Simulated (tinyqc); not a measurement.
Adding salt: a particle near a wafer in liquid: double-layer and van der Waals forces (DLVO), deposition barrier and removal. Computed by tinyqc, a small Python program. Command: `OMP_NUM_THREADS=1 python tinyqc.py 3111317 3111318 out.jsonl dlvo walk`. One thread of a shared host (Intel(R) Xeon(R) Processor @ 2.30GHz), about 0.01 s of CPU time with the checks.

Sphere and flat wall, Derjaguin approximation, constant potentials in the linear-superposition form, no retardation and no hydration force.

Inputs (values chosen for the exercise, of the order of those for silicon nitride on silicon in water):
```
quantity                             value   unit
particle radius R                      170     nm
Hamaker constant A                 2.8e-20      J
potential of the particle psi_1        -39     mV
potential of the wafer psi_2           -69     mV
salt concentration c                0.0053  mol/L
valence z of the symmetric salt          2      -
temperature T                          298      K
dielectric constant of the liquid     78.4      -
```

Constants: e = 1.602176634e-19 C; N_A = 6.02214076e+23 1/mol; eps_0 = 8.8541878128e-12 F/m; k_B = 1.380649e-23 J/K; k_B = 8.617333262e-05 eV/K.

Method:
- kappa^2 = 2 z^2 e^2 N_A (1000 c)/(eps eps_0 k_B T); gamma_i = tanh(z e psi_i/(4 k_B T)); Z = 64 pi eps eps_0 (k_B T/(z e))^2 gamma_1 gamma_2.
- The barrier height is zero when U = 0 and F = 0 together: kappa h = 1 and kappa = 6 Z/(e A), e = 2.718282 here; c follows from kappa^2, with the potentials held fixed.
- U(h) = Z R exp(-kappa h) - A R/(6 h); F(h) = -dU/dh = kappa Z R exp(-kappa h) - A R/(6 h^2), positive for repulsion.
- F = 0 reads x^2 exp(-x) = y with x = kappa h and y = A kappa/(6 Z); the left side peaks at x = 2 with 4/e^2 = 0.5413, so roots exist for smaller y: x < 2 is the barrier, x > 2 the secondary minimum.
- kappa scales as sqrt(c); potentials are held fixed. A dash marks rows without a maximum.

critical concentration = 0.0237447 mol/L

kappa = 0.479056 1/nm

Z = 12.8627 pN

Against the concentration:
```
c (mol/L)  Debye length (nm)  barrier at (nm)  barrier (k_B T)  minimum at (nm)  minimum (k_B T)
2.37e-06              98.714           6.1746           468.02       1.0131e+03      -1.7178e-01
2.37e-05              31.216           3.5630           420.03       2.7488e+02      -6.2182e-01
2.37e-04               9.871           2.1054           337.81       7.1779e+01      -2.3169e+00
1.19e-03               4.405           1.4986           249.55       2.6959e+01      -5.9836e+00
4.75e-03               2.205           1.1648           147.83       1.1111e+01      -1.3910e+01
1.19e-02               1.393           1.0283            66.53       5.8923e+00      -2.4988e+01
2.14e-02               1.039           0.9875            10.16       3.7720e+00      -3.7041e+01
3.56e-02               0.805           1.0152           -39.25       2.4035e+00      -5.3342e+01
7.12e-02               0.570                -                -                -                -
```

At low salt the barrier tends to Z R = 531 k_B T; it is half of that between 2.4e-4 and 0.0012 mol/L and changes sign at 0.024 mol/L, while the secondary minimum deepens to -37 k_B T at 0.9 of that.

Extremes, crossings and ranges named in words are read from the listed rows.
